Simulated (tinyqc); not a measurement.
# Gated graphene, quantum capacitance, step by step

Computed by the program tinyqc: `OMP_NUM_THREADS=1 python tinyqc.py 2200107 2200108 out.jsonl`, one thread of a shared Intel Xeon 2.30GHz, about 0.01 s for the whole run. Printed values are rounded.

phi is the Fermi level above the Dirac point, in volts; Vg is counted from the gate voltage of charge neutrality. Ideal linear bands, no charge puddles.

Inputs (values chosen for the exercise); values close to those of graphene: temperature T = 300 K; relative permittivity of the gate insulator (close to silicon dioxide) eox = 3.9; insulator thickness tox = 2.5 nm; Fermi velocity vF = 9.25e5 m/s; density of traps Dit = 0 cm^-2 eV^-1; gate voltage Vg = 1.46 V.

Constants: q = 1.602176634e-19 C, kB = 1.380649e-23 J/K, hbar = 1.054571817e-34 J s, Vt = kB T/q, eps0 = 8.8541878128e-14 F/cm where lengths are in cm. Results are converted to the units shown.

## Gate capacitance

Cox = eps0 eox/tox.

Cox = 1.381253 uF/cm^2

## Starting value

phi = Vg.

phi at the start = 1.46 V

## Iteration 1: new phi

N0 = (2/pi)(kB T/(hbar vF))^2; n = N0 F1(phi/Vt), p = N0 F1(-phi/Vt), F1(e) = int_0^infinity u du/(1 + exp(u - e)) = -Li2(-exp(e)); Cq = q d(n - p)/dphi = (q N0/Vt) ln[2 (1 + cosh(phi/Vt))]. Newton: f = phi + q (n - p + Dit phi)/Cox - Vg, phi(new) = phi - f/(1 + (Cq + q Dit)/Cox).

n = 1.832266e14 cm^-2
p = 3.411402e-14 cm^-2
Cq = 40.17245 uF/cm^2
f = 21.25326 V
phi after iteration 1 = 0.7535374 V

## Iteration 2: new phi

As before.

n = 4.894667e13 cm^-2
p = 0.02517575 cm^-2
Cq = 20.73387 uF/cm^2
f = 4.971078 V
phi after iteration 2 = 0.4430567 V

## Course of the iteration

Stop when the step is below 1e-10 V, or after 40 iterations.

Course of the iteration:

| iteration | phi before the step (V) | step (V) |
|---|---|---|
| 1 | 1.46 | -0.706 |
| 2 | 0.7535374 | -0.310 |
| 3 | 0.4430567 | -0.0977 |
| 4 | 0.3453405 | -0.0121 |
| 5 | 0.3332703 | -1.90e-4 |
| 6 | 0.3330804 | -4.71e-8 |
| 7 | 0.3330803 | < 1e-13 |

Converged in 7 iterations.

## Charge and capacitances at the solution

converged phi = 0.3330803 V

N0 = (2/pi)(kB T/(hbar vF))^2; n = N0 F1(phi/Vt), p = N0 F1(-phi/Vt), F1(e) = int_0^infinity u du/(1 + exp(u - e)) = -Li2(-exp(e)); Cq = q d(n - p)/dphi = (q N0/Vt) ln[2 (1 + cosh(phi/Vt))]. 1/C_G = 1/Cox + 1/(Cq + q Dit); dphi/dVg = Cox/(Cox + Cq + q Dit).

n - p = 9.715293e12 cm^-2
Cq = 9.164835 uF/cm^2
C_G = 1.200346 uF/cm^2
dphi/dVg = 0.1309730

Cq is 6.64 times Cox, so C_G is 86.9 % of Cox; 22.8 % of the gate voltage has gone into phi.
